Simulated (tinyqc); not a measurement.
# Free and trapped electrons in a MOS channel with a dense trap tail: effects of single changes

p-type body, charge-sheet picture, full ionisation (an idealisation for deep acceptors), Boltzmann statistics for free electrons. e = Ec - EF at the surface. Acceptor-like traps of density D(E) = D0 + De exp(-E/Ew) at depth E below Ec, from 0 to Eu, hold n_t = integral of D(E)/(1 + exp((e - E)/Vt)). psi = Eg - Vt ln(Nv/Na) - e; N_dep = sqrt(2 eps0 eps_r Na (psi - Vt)/q); n_f = sqrt(N_dep^2 + 2 eps0 eps_r Vt Nc exp(-e/Vt)/q) - N_dep; Vg = Vfb + psi + q (N_dep + n_t + n_f)/Cox, Cox = eps0 eox/tox.

Parameters, values chosen for the exercise; band and dielectric values close to those of gallium nitride:
```
symbol,value,unit,meaning
T,300,K,temperature
Eg,3.34,eV,band gap
eps_r,9.49,,relative permittivity
Nc,2.28e18,cm^-3,conduction-band density of states at T
Nv,4.53e19,cm^-3,valence-band density of states at T
eox,3.9,,relative permittivity of the insulator
tox,71,nm,insulator thickness
Na,1e17,cm^-3,acceptor density
Vfb,-2.4,V,flat-band voltage without trapped charge
D0,1e10,cm^-2 eV^-1,constant background density of acceptor-like traps
De,4.8e12,cm^-2 eV^-1,density of the tail at the conduction edge
Ew,0.08,eV,decay energy of the tail
Eu,0.63,eV,depth below Ec down to which the traps reach
mf,130,cm^2/(V s),mobility of free electrons
```

Constants: q = 1.602176634e-19 C, kB = 1.380649e-23 J/K, Vt = kB T/q, eps0 = 8.8541878128e-14 F/cm where lengths are in cm. Results are converted to the units shown.

Each table varies one quantity; the others keep the values above.

## Free and trapped charge against gate voltage

Free share n_f/(n_f + n_t); swing ln 10 n_f/(dn_f/dVg); field-effect mobility mf q (dn_f/dVg)/Cox, for a constant mf; oxide field q (N_dep + n_t + n_f)/(eps0 eox).

Result of one run:
```
Vg (V)	e (eV)	n_f (cm^-2)	n_t (cm^-2)	free share (%)	swing (mV/decade)	field-effect mobility (cm^2/(V s))	oxide field (MV/cm)
15.9	-0.08078	2.336e12	3.861e11	85.82	1.792e4	128.5	2.118
```

What becomes of these results when the gate voltage Vg is changed from 15.9 to 14.5 V, all else the same?

Result of the changed run:
```
Vg (V)	e (eV)	n_f (cm^-2)	n_t (cm^-2)	free share (%)	swing (mV/decade)	field-effect mobility (cm^2/(V s))	oxide field (MV/cm)
14.5	-0.07377	1.916e12	3.849e11	83.27	1.474e4	128.2	1.922
```

The whole series:
```
Vg (V)	e (eV)	n_f (cm^-2)	n_t (cm^-2)	free share (%)	swing (mV/decade)	field-effect mobility (cm^2/(V s))	oxide field (MV/cm)
6.2	0.3121	1.023e6	1.231e10	0.008312	144.4	0.006987	0.8071
7.6	0.04244	3.282e10	2.426e11	11.92	802.3	40.34	0.9663
9	-0.01787	3.116e11	3.531e11	46.88	2732	112.5	1.155
10.4	-0.04141	7.027e11	3.731e11	65.32	5600	123.7	1.349
11.8	-0.05565	1.112e12	3.799e11	74.54	8672	126.5	1.544
13.1	-0.06538	1.498e12	3.830e11	79.64	1.158e4	127.6	1.726
14.5	-0.07377	1.916e12	3.849e11	83.27	1.474e4	128.2	1.922
15.9	-0.08078	2.336e12	3.861e11	85.82	1.792e4	128.5	2.118
17.3	-0.08682	2.757e12	3.869e11	87.69	2.111e4	128.8	2.314
```

n_f reaches 1e11 cm^-2 at Vg = 8.08 V, against 7.08 V without traps. The free share rises from 0.00831 to 87.7 % and the field-effect mobility rises from 0.00699 to 129 cm^2/(V s), although mf = 130 is constant: in the last row 99.1 % of Cox dVg goes into free electrons. The swing in the first row is 144 mV a decade (Vt ln 10 = 59.5). For Vg = 7.6, 9, 10.4, 11.8, 13.1, 14.5, 15.9, 17.3 EF lies less than 2 Vt below the band edge, or above it, where degeneracy and confinement, left out, matter.

## Effect of the acceptor density

Vfb is held fixed. VT is the Vg for n_f = 1e11 cm^-2; swing ln 10 n_f/(dn_f/dVg) at n_f = 1e8 cm^-2; the last three columns are for Vg = VT + 5.7 V, with free share n_f/(n_f + n_t) and field-effect mobility mf q (dn_f/dVg)/Cox; there EF is near the band edge, where Boltzmann statistics are rough.

Results:
```
Na (cm^-3)	e at VT (eV)	VT (V)	q n_t/Cox at VT (V)	swing (mV/decade)	n_f (cm^-2)	free share (%)	field-effect mobility (cm^2/(V s))
1e15	0.06757	2.131	0.6246	116.1	1.610e12	81.16	126.6
2e15	0.06025	2.449	0.6735	124.2	1.624e12	81.24	126.9
6e15	0.04777	3.192	0.7609	140.8	1.648e12	81.37	127.2
1e16	0.04170	3.679	0.8046	150.5	1.659e12	81.42	127.4
8e16	0.01589	7.418	0.9859	211.8	1.699e12	81.58	127.9
2e17	0.004190	10.68	1.058	257.1	1.709e12	81.60	127.9
5e17	-0.007614	15.79	1.120	321.9	1.710e12	81.55	127.6
```

Estimate the missing row, Na = 3e16 cm^-3.

Computed row:
```
Na (cm^-3)	e at VT (eV)	VT (V)	q n_t/Cox at VT (V)	swing (mV/decade)	n_f (cm^-2)	free share (%)	field-effect mobility (cm^2/(V s))
3e16	0.02823	5.205	0.9014	177.5	1.682e12	81.52	127.7
```

With this row back in the table: As Na goes from 1e15 to 5e17, VT rises from 2.13 to 15.8 V, its part due to traps rises from 0.625 to 1.12 V, the swing rises from 116 to 322 mV/decade and the field-effect mobility goes from 126.6 through a maximum of 127.9 (at Na = 8e16 among the rows listed) to 127.6 cm^2/(V s). Most of the rise of VT is depletion charge; the trap part grows since the same n_f needs EF nearer the band edge at heavier doping. For Na = 6e15, 1e16, 3e16, 8e16, 2e17, 5e17 e is under 2 Vt already at VT, so VT too is rough.

Program tinyqc, `OMP_NUM_THREADS=1 python tinyqc.py 2222231 2222232 out.jsonl`; Intel Xeon 2.30GHz, shared host, one thread, about 0.02 s.
